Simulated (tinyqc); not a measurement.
Trap density from two Hall measurements.

Question. p-type body, charge-sheet picture, full ionisation (an idealisation for deep acceptors), Boltzmann statistics for free electrons. e = Ec - EF at the surface. psi = Eg - Vt ln(Nv/Na) - e; N_dep = sqrt(2 eps0 eps_r Na (psi - Vt)/q); n_f = sqrt(N_dep^2 + 2 eps0 eps_r Vt Nc exp(-e/Vt)/q) - N_dep; Vg = Vfb + psi + q (N_dep + n_t + n_f)/Cox, Cox = eps0 eox/tox. Find e and n_t at both points and the mean trap density between them.

Values chosen for this exercise; band and dielectric values close to those of 4H silicon carbide:
- T = 475 K (temperature)
- Eg = 3.21 eV (band gap)
- eps_r = 9.63 (relative permittivity)
- Nc = 3.43e19 cm^-3 (conduction-band density of states at T)
- Nv = 5.02e19 cm^-3 (valence-band density of states at T)
- eox = 3.9 (relative permittivity of the insulator)
- tox = 34 nm (insulator thickness)
- Na = 7.7e15 cm^-3 (acceptor density)
- Vfb = -2.79 V (flat-band voltage without trapped charge)

Constants: q = 1.602176634e-19 C, kB = 1.380649e-23 J/K, Vt = kB T/q, eps0 = 8.8541878128e-14 F/cm where lengths are in cm. Results are converted to the units shown.

Vg (V): 2.3178882  4.6295393
free sheet density from the Hall effect (cm^-2): 3.8398527e10  2.7943705e11

Solution. Each n_f fixes e; what the gate voltage holds beyond psi, N_dep and n_f is trapped; the difference quotient is the density, smeared over a few Vt.

e (eV): 0.2460  0.1550
n_t (cm^-2): 1.090e12  2.249e12
mean trap density = 1.273e13 cm^-2 eV^-1

Numbers from tinyqc (`OMP_NUM_THREADS=1 python tinyqc.py 2222197 2222198 out.jsonl`; about 0.02 s on one thread of a shared Intel Xeon 2.30GHz).
